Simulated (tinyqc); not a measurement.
Length of a molecular wire: coherent transport through a tight-binding bridge. Computed by the program tinyqc. T = Gamma_L Gamma_R |G_1n|^2 with the self-energies of semi-infinite chains.

A uniform bridge between two chains:
```
parameter                        value
site energy (eV)              1.230000
hopping in the bridge (eV)    0.660000
lead hopping (eV)             2.980000
couplings (eV)              1.09, 0.89
E (eV)                       -0.270000
```

Transmission against length:
```
sites           T     ln T
2      4.9265e-02   -3.011
4      5.7569e-03   -5.157
5      2.0337e-03   -6.198
6      7.2193e-04   -7.234
7      2.5673e-04   -8.267
8      9.1353e-05   -9.301
9      3.2514e-05  -10.334
10     1.1573e-05  -11.367
```

Estimate the missing row, sites = 3.

Computed row:
```
sites           T    ln T
3      1.6522e-02  -4.103
```

E lies outside the band of the bridge (|E - e|/2h = 1.136 > 1), so T decays as exp(-beta n) with beta = 2 arccosh(1.136) = 1.0329 a site; the last two rows give 1.0330.
